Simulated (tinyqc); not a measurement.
# One-sided p+-n junction, ionisation integral and breakdown, step by step

Numbers from tinyqc (`OMP_NUM_THREADS=1 python tinyqc.py 2120047 2120048 out.jsonl`; about 0.05 s on one thread of a shared Intel Xeon 2.30GHz). Printed values are rounded.

A p+ layer at x < 0 and an n drift layer from x = 0. Depletion approximation, built-in voltage neglected. Local ionisation coefficients alpha_n = an exp(-(bn/E)^mx), alpha_p = ap exp(-(bp/E)^mx). Electrons move towards +x, holes towards x = 0.

Parameters, values chosen for the exercise; material values close to those of 4H silicon carbide: relative permittivity eps_r = 9.77; prefactor of the electron ionisation coefficient an = 1.85e8 1/cm; field constant for electrons bn = 3.36e7 V/cm; prefactor of the hole ionisation coefficient ap = 3.49e8 1/cm; field constant for holes bp = 2.35e7 V/cm; exponent mx = 1; donor density of the drift layer N = 1.5e17 cm^-3; reverse voltage V = 164 V; share of the depleted width that the grid covers fr = 0.4.

Constants: q = 1.602176634e-19 C, eps0 = 8.8541878128e-14 F/cm where lengths are in cm. Results are converted to the units shown.

## Field and ionisation coefficients on a grid

W = sqrt(2 eps0 eps_r V/(q N)), peak field E0 = q N W/(eps0 eps_r), falling linearly to 0 at W. Grid: 11 equal steps from 0 to fr W.

W = 1.086570 um

```
point	x (um)	E (kV/cm)	alpha_n (1/cm)	alpha_p (1/cm)
0	0.0000000	3018.673	2711.205	1.451765e5
1	0.0395116	2908.903	1781.340	1.082216e5
2	0.0790233	2799.133	1132.464	78836.14
3	0.1185349	2689.363	693.8137	55963.51
4	0.1580466	2579.593	407.7108	38585.04
5	0.1975582	2469.824	228.5273	25738.23
6	0.2370698	2360.054	121.3770	16534.12
7	0.2765815	2250.284	60.60731	10172.62
8	0.3160931	2140.514	28.18247	5954.542
9	0.3556048	2030.744	12.06374	3289.424
10	0.3951164	1920.974	4.686745	1697.996
11	0.4346280	1811.204	1.623639	808.9906
```

## Ionisation integrals by the trapezoid rule

G(x) = integral from 0 to x of (alpha_n - alpha_p); I_n = integral of alpha_n exp(-G) (electrons injected at x = 0), I_p = integral of alpha_p exp(G(end) - G) (holes injected at the far edge); M = 1/(1 - I). All integrals by the trapezoid rule on the grid.

```
point	G	alpha_n exp(-G) (1/cm)
0	0.000000	2711.205
1	-0.491733	2912.755
2	-0.855525	2664.244
3	-1.118225	2122.666
4	-1.302837	1500.262
5	-1.428656	953.664
6	-1.511477	550.253
7	-1.563879	289.540
8	-1.595564	138.971
9	-1.613747	60.579
10	-1.623567	23.767
11	-1.628507	8.274
```

I_n = 0.04969158
I_p = 0.8030081
M_n = 1.052290
M_p = 5.076351

A grid of 1500 steps over the whole width gives I_n = 0.04959 and I_p = 0.8117; the coarse I_n is 0.20 % above and the coarse I_p 1.1 % below those values. Holes multiply more: on this coarse grid M - 1 is 78.0 times as large for them.

## Breakdown voltage by secant steps

G(x) = integral from 0 to x of (alpha_n - alpha_p); I_n = integral of alpha_n exp(-G) (electrons injected at x = 0), I_p = integral of alpha_p exp(G(end) - G) (holes injected at the far edge); M = 1/(1 - I). Secant steps on ln I_n(V) = 0 with the integrals on a fine grid (1500 steps), from the points V = 170 and 192 V; stop when the step is below 1e-7 of V.

Course of the iteration:
```
step	V (V)	I_n	change of V (V)
1	192	0.3817356	12.9
2	204.9022	1.219166	-2.20
3	202.7003	0.9870230	0.136
4	202.8365	0.9998342	1.75e-3
5	202.8382	1.000000	-1.48e-6
```

Breakdown at 202.84 V, with a peak field of 3357 kV/cm and W = 1.208 um. The integral for holes reaches 1 at the same voltage.
